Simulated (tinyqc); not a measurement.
Gaps across the alloy: virtual-crystal alloy in the empirical-pseudopotential method.

Empirical pseudopotential on the fcc lattice, atoms at +/- tau, tau = a (1,1,1)/8, no spin-orbit coupling. H(G,G') = c (2 pi/a)^2 |k + G|^2 delta + VS(q) cos(q.tau) + i VA(q) sin(q.tau), q = G - G', c = hbar^2/2m0; k and G in units of 2 pi/a; VS at |q|^2 = 3, 8, 11 and VA at 3, 4, 11, in rydberg, zero elsewhere. At each k the basis holds all G with |k + G|^2 up to 16; energies are counted from the fourth level at Gamma.

Virtual crystal A(1-x)B(x): a = (1 - x) a_A + x a_B. Rule linear: V = (1 - x) V_A + x V_B. Rule volume: V = [(1 - x) a_A^3 V_A + x a_B^3 V_B]/a^3, since a form factor is an atomic potential divided by the cell volume.

Constants: hbar^2/2m0 = 3.80998211 eV angstrom^2; Ry = 13.60569312 eV.

Inputs chosen for the exercise (classic local form factors of the size used for Si (A) and Ge (B), which place X and L only to a few tenths of an eV; not measured data): a = (5.425, 5.656) angstrom (lattice constants of A, B); VSA = (-0.215, 0.041, 0.08) Ry (symmetric form factors of A); VAA = (0, 0, 0) Ry (antisymmetric form factors of A); VSB = (-0.235, 0.01, 0.061) Ry (symmetric form factors of B); VAB = (0, 0, 0) Ry (antisymmetric form factors of B); rule = volume (mixing rule).

Gaps from the valence top to the fifth band at Gamma, at L = (1/2,1/2,1/2) and at the lowest of k = (f,0,0), f = 0.70, 0.75, ..., 1.00. Bowing C = 4 [(E(0) + E(1))/2 - E(1/2)].

Gaps (eV):

| x | Gamma | Delta/X | f of the minimum | L | lowest |
|---|---|---|---|---|---|
| 0.000 | 3.416 | 0.878 | 0.85 | 1.890 | Delta/X |
| 0.167 | 3.445 | 0.926 | 0.85 | 1.740 | Delta/X |
| 0.333 | 3.017 | 0.973 | 0.85 | 1.591 | Delta/X |
| 0.500 | 2.561 | 1.017 | 0.85 | 1.444 | Delta/X |
| 0.667 | 2.115 | 1.059 | 0.85 | 1.298 | Delta/X |
| 0.833 | 1.679 | 1.098 | 0.85 | 1.156 | Delta/X |
| 1.000 | 1.253 | 1.136 | 0.85 | 1.016 | L |

bowing (eV): Gamma -0.905, Delta/X -0.042, L 0.039

How do the results move, and what explains it?

The lowest valley changes: Delta/X to L between x = 0.833 and 1.000. From A to B the Gamma gap moves by -2.16 eV, L by -0.87 eV and Delta/X by +0.26 eV; a move of Delta/X below about 0.4 eV is within the error of such form factors, sign included. The virtual crystal holds no disorder and no bond relaxation, so its bowing comes from the non-linear dependence on the mean potential and volume alone, and it may differ from measured bowing, which is positive in these alloys, in size and even in sign; crossings move with it; where the character of the fifth band at Gamma changes along x, its value mixes two levels.

(tinyqc, `OMP_NUM_THREADS=1 python tinyqc.py 1080454 1080455 out.jsonl`, Intel(R) Xeon(R) Processor @ 2.30GHz, 1 thread, shared host, about 0.2 s.)
